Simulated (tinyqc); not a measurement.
Raman shift of the zone-centre optical phonon of a diamond-structure crystal under stress. Inputs raised by 10 %, one at a time. Computed by tinyqc, a small Python program. Command: `OMP_NUM_THREADS=1 python tinyqc.py 3026639 3026640 out.jsonl ramanstress sens`. One thread of a shared host (Intel(R) Xeon(R) Processor @ 2.30GHz), about 0.02 s of CPU time with the checks.

Axes x, y, z are the cube axes. Strain shifts the threefold optical mode and can split it; p, q and r are the phonon deformation potentials.

Inputs (values chosen for the exercise, modelled on silicon):

| quantity | value | unit |
|---|---|---|
| unstrained frequency omega_0 | 520.6 | 1/cm |
| p/omega_0^2 | -1.89 | - |
| q/omega_0^2 | -2.37 | - |
| r/omega_0^2 | -0.675 | - |
| C11 | 167.7 | GPa |
| C12 | 63.16 | GPa |
| C44 | 80.36 | GPa |
| stress sigma (tension positive) | 0.25 | GPa |
| polarisation angle phi | 10 | degree |
| temperature coefficient d omega/dT | -0.02 | 1/(cm K) |
| local temperature T | 330 | K |
| laser wavelength | 364 | nm |

Stress state: biaxial. Axis: [110].

Constants: h = 6.62607015e-34 J s; c = 299792458 m/s; k_B = 1.380649e-23 J/K.

Method:
- S11 = (C11 + C12)/D, S12 = -C12/D, D = (C11 - C12)(C11 + 2 C12), S44 = 1/C44.
- Equal biaxial stress in the plane normal to the axis (unit vector n): sigma_ij = sigma (delta_ij - n_i n_j).
- eps_xx = S11 sigma_xx + S12 (sigma_yy + sigma_zz), and cyclic; eps_xy = S44 sigma_xy/2 (tensor strain).
- Secular matrix: M_xx = p eps_xx + q (eps_yy + eps_zz), M_xy = 2 r eps_xy; its eigenvalues are omega^2 - omega_0^2, and the shifts are these over 2 omega_0.
- gamma = -(p + 2q)/(6 omega_0^2); the mean of the three shifts is -gamma omega_0 x (volume strain).
- Backscattering from a (001) surface: incident polarisation (cos phi, sin phi, 0). With Raman tensors (R_z)_xy = (R_z)_yx = 1 and cyclic, only the z component u_z of a mode counts: I = u_z^2 sin^2(2 phi) for parallel and u_z^2 cos^2(2 phi) for crossed polarisers. An unresolved line sits at the intensity-weighted shift, which is M_zz/(2 omega_0).
- A temperature above 300 K shifts the line by (d omega/dT)(T - 300 K); divided by the shift per stress it poses as a stress; the total shift adds it to the shift of the observed line. The anti-Stokes to Stokes ratio is [(omega_L + omega_0)/(omega_L - omega_0)]^3 exp(-h c omega_0/(k_B T)) in photon counts, omega_L = 1/wavelength, resonance effects left out.

Runs:

| input moved | from | to | shift of the observed line (1/cm) | mean shift (1/cm) | volume strain (per mille) | anti-Stokes/Stokes ratio |
|---|---|---|---|---|---|---|
| base run | - | - | -0.8787 | -0.978 | 1.701 | 0.1158 |
| unstrained frequency omega_0 (1/cm) | 520.6 | 572.66 | -0.9665 | -1.076 | 1.701 | 0.0933 |
| p/omega_0^2 | -1.89 | -2.079 | -0.9458 | -1.006 | 1.701 | 0.1158 |
| q/omega_0^2 | -2.37 | -2.607 | -0.8994 | -1.048 | 1.701 | 0.1158 |
| r/omega_0^2 | -0.675 | -0.7425 | -0.8787 | -0.978 | 1.701 | 0.1158 |
| C12 (GPa) | 63.16 | 69.476 | -0.8320 | -0.938 | 1.631 | 0.1158 |
| C44 (GPa) | 80.36 | 88.396 | -0.8787 | -0.978 | 1.701 | 0.1158 |
| local temperature T (K) | 330 | 363 | -0.8787 | -0.978 | 1.701 | 0.1423 |

Exponents ln(y'/y) / ln(x'/x):

| input | shift of the observed line | mean shift | volume strain | anti-Stokes/Stokes ratio |
|---|---|---|---|---|
| unstrained frequency omega_0 | 1.000 | 1.000 | 0.000 | -2.262 |
| p/omega_0^2 | 0.772 | 0.295 | 0.000 | 0.000 |
| q/omega_0^2 | 0.245 | 0.725 | 0.000 | 0.000 |
| r/omega_0^2 | 0.000 | 0.000 | 0.000 | 0.000 |
| C12 | -0.573 | -0.441 | -0.441 | 0.000 |
| C44 | 0.000 | 0.000 | 0.000 | 0.000 |
| local temperature T | 0.000 | 0.000 | 0.000 | 2.165 |

Among the inputs moved here: shift of the observed line answers most in size to unstrained frequency omega_0 (exponent +1.000), next to p/omega_0^2 (+0.772); its exponent is below 0.0005 for r/omega_0^2, C44, local temperature T. Its exponent +1.000 in unstrained frequency omega_0: p, q and r scale with omega_0^2. Its exponent 0.000 in r/omega_0^2: M_zz holds no shear strain. Mean shift answers most in size to unstrained frequency omega_0 (exponent +1.000), next to q/omega_0^2 (+0.725); its exponent is below 0.0005 for r/omega_0^2, C44, local temperature T. volume strain answers most in size to C12 (exponent -0.441); its exponent is below 0.0005 for unstrained frequency omega_0, p/omega_0^2, q/omega_0^2, r/omega_0^2, C44, local temperature T. anti-Stokes/Stokes ratio answers most in size to unstrained frequency omega_0 (exponent -2.262), next to local temperature T (+2.165); its exponent is below 0.0005 for p/omega_0^2, q/omega_0^2, r/omega_0^2, C12, C44.

Caution (all rows): this stress has components normal to the (001) face, so it cannot reach a free (001) surface; it can act on buried material.
